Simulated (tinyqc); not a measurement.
Interfaces: Cahn-Hilliard equation on a periodic one-dimensional grid. Computed by tinyqc, a small Python program. Command: `OMP_NUM_THREADS=1 python tinyqc.py 3030334 3030335 out.jsonl cahn walk`. One thread of a shared host (Intel(R) Xeon(R) Processor @ 2.30GHz), about 0.2 s of CPU time with the checks.

Free energy F = h sum_j [A (c_j^2 - 1)^2/4 + (kappa/2) ((c_(j+1) - c_j)/h)^2]; dc/dt = Lap(mu), mu = A (c^3 - c) - kappa Lap(c), Lap(y)_j = (y_(j+1) - 2 y_j + y_(j-1))/h^2, mobility 1; the grid has n = 12 points.

Inputs (values chosen for the exercise, in reduced units):

| quantity | value | unit |
|---|---|---|
| spacing h | 1 | - |
| well depth A | 1.1 | - |
| gradient coefficient kappa | 1.2 | - |
| mean composition c0 | 0.26 | - |
| noise amplitude | 0.1 | - |
| time step dt | 0.027 | - |
| end time | 150 | - |

Scheme: explicit Euler.

Method:
- Start: c_j = c0 + amplitude x (z_j - mean of z).
- c(new) = c + dt Lap(mu).
- Run to the end time; break off if |c| exceeds 3 or F has risen by more than 1e-9 in more than 30 steps. Domains = stretches with c > c0.
- Continuum wall between c = -1 and +1: c = tanh(x/w), w = sqrt(2 kappa/A), energy s = (2/3) sqrt(2 kappa A). With two walls per domain, the estimate of F at the end is 2 x domains x s. Volume fraction of the +1 phase by the lever rule: (1 + c0)/2.

random numbers: 0.511  0.270  0.345  0.332  0.503  -0.170  0.677  -0.309  -0.802  -0.606  0.349  -0.555

Course:

| step | t | F | min c | max c | domains |
|---|---|---|---|---|---|
| 0 | 0.000 | 2.88873 | 0.175258 | 0.323158 | 3 |
| 111 | 2.997 | 2.86123 | 0.185138 | 0.318916 | 1 |
| 278 | 7.506 | 2.83951 | 0.117301 | 0.378588 | 1 |
| 556 | 15.012 | 2.62603 | -0.200095 | 0.567594 | 1 |
| 833 | 22.491 | 2.15638 | -0.648871 | 0.848506 | 1 |
| 1111 | 29.997 | 2.09584 | -0.764684 | 0.947076 | 1 |
| 1667 | 45.009 | 2.09511 | -0.776946 | 0.958339 | 1 |
| 2222 | 59.994 | 2.09510 | -0.776785 | 0.958366 | 1 |
| 3056 | 82.512 | 2.09510 | -0.776422 | 0.958292 | 1 |
| 3889 | 105.003 | 2.09510 | -0.776063 | 0.958219 | 1 |
| 4723 | 127.521 | 2.09510 | -0.775709 | 0.958148 | 1 |
| 5556 | 150.012 | 2.09509 | -0.775362 | 0.958078 | 1 |

F at the end = 2.09509

c at the end: 0.672147  0.888565  0.953323  0.958078  0.910326  0.739123  0.279954  -0.396339  -0.746960  -0.775362  -0.500635  0.137779

wall half width w = 1.4771

wall energy s = 1.0832

estimate of F = 2.1664

volume fraction = 0.63

w/h = 1.4771

What follows from these numbers?

The run ends at F = 2.0951, 0.97 of the estimate: close to it, but the extremes of c are -0.775 and 0.958.
